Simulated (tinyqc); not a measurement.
Mobility of a non-polar semiconductor in the relaxation-time approximation: one step, computed by the program tinyqc. Command: `OMP_NUM_THREADS=1 python tinyqc.py 3003218 3003219 out.jsonl rta walk`. One thread of a shared host (Intel(R) Xeon(R) Processor @ 2.30GHz), about 0.01 s of CPU time with the checks.

Each valley is treated as a sphere of mass m_d for states and rates, with one isotropic relaxation time; the conductivity mass m_c sets the current.

Question. Masses. m_d = (m_l m_t^2)^(1/3); 1/m_c = (1/m_l + 2/m_t)/3; Hall mass factor A = 3 K_m (K_m + 2)/(2 K_m + 1)^2, K_m = m_l/m_t; N_I = n (1 + C)/(1 - C).

Inputs (values chosen for the exercise, modelled on electrons in silicon):
```
quantity                 value    unit
longitudinal mass m_l    0.913     m_0
transverse mass m_t      0.187     m_0
carrier density n      6.2e+14  1/cm^3
compensation ratio C         0       -
```

Band: Kane. Impurity formula: Conwell-Weisskopf. Further scattering: neutral impurities.

Give: density-of-states mass m_d; conductivity mass m_c; Hall mass factor A; ionised impurity density N_I.

Answer.

density-of-states mass m_d = 0.31724 m_0

conductivity mass m_c = 0.25444 m_0

Hall mass factor A = 0.86993

ionised impurity density N_I = 6.20e+14 1/cm^3
